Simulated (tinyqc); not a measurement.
Inside a calculation. Model: free and trapped electrons in a MOS channel with a dense trap tail.

Program tinyqc, `OMP_NUM_THREADS=1 python tinyqc.py 2222178 2222179 out.jsonl`; Intel Xeon 2.30GHz, shared host, one thread, about 0.02 s. Printed values are rounded.

p-type body, charge-sheet picture, full ionisation (an idealisation for deep acceptors), Boltzmann statistics for free electrons. e = Ec - EF at the surface. Acceptor-like traps of density D(E) = D0 + De exp(-E/Ew) at depth E below Ec, from 0 to Eu, hold n_t = integral of D(E)/(1 + exp((e - E)/Vt)). psi = Eg - Vt ln(Nv/Na) - e; N_dep = sqrt(2 eps0 eps_r Na (psi - Vt)/q); n_f = sqrt(N_dep^2 + 2 eps0 eps_r Vt Nc exp(-e/Vt)/q) - N_dep; Vg = Vfb + psi + q (N_dep + n_t + n_f)/Cox, Cox = eps0 eox/tox.

Values chosen for this exercise; band and dielectric values close to those of 4H silicon carbide:
```
symbol,value,unit,meaning
T,300,K,temperature
Eg,3.21,eV,band gap
eps_r,9.64,,relative permittivity
Nc,1.73e19,cm^-3,conduction-band density of states at T
Nv,2.53e19,cm^-3,valence-band density of states at T
eox,3.9,,relative permittivity of the insulator
tox,59,nm,insulator thickness
Na,1.2e17,cm^-3,acceptor density
Vfb,-2.34,V,flat-band voltage without trapped charge
D0,2.3e10,cm^-2 eV^-1,constant background density of acceptor-like traps
De,8.7e12,cm^-2 eV^-1,density of the tail at the conduction edge
Ew,0.08,eV,decay energy of the tail
Eu,0.51,eV,depth below Ec down to which the traps reach
mf,150,cm^2/(V s),mobility of free electrons
e,0.081,eV,Ec - EF at the surface
```

Constants: q = 1.602176634e-19 C, kB = 1.380649e-23 J/K, Vt = kB T/q, eps0 = 8.8541878128e-14 F/cm where lengths are in cm. Results are converted to the units shown.

## Trapped charge

Trapezoid rule on 15 equal steps from 0 to Eu, f = 1/(1 + exp((e - E)/Vt)).

```
point	E (eV)	D(E) f (cm^-2 eV^-1)
0	0	3.64251e11
1	0.034	7.97622e11
2	0.068	1.41006e12
3	0.102	1.69968e12
4	0.136	1.44071e12
5	0.17	1.02916e12
6	0.204	6.96333e11
7	0.238	4.66039e11
8	0.272	3.13154e11
9	0.306	2.12785e11
10	0.34	1.47092e11
11	0.374	1.04131e11
12	0.408	7.60415e10
13	0.442	5.76770e10
14	0.476	4.56708e10
15	0.51	3.78215e10
```

n_t = 2.95704e11 cm^-2

With 1600 steps n_t = 2.966e11 cm^-2; the coarse value is 0.30 % below it.

## Charges and gate voltage

psi, N_dep, n_f and Vg as defined, with the n_t given; free share n_f/(n_f + n_t); apparent mobility mf n_f/(n_f + n_t); gate voltage spent on traps q n_t/Cox.

psi = 2.99066 V
N_dep = 1.94698e12 cm^-2
n_f = 5.26168e10 cm^-2
Vg = 6.93398 V
free share = 15.1058 %
apparent mobility = 22.6588 cm^2/(V s)
gate voltage spent on traps = 0.809481 V
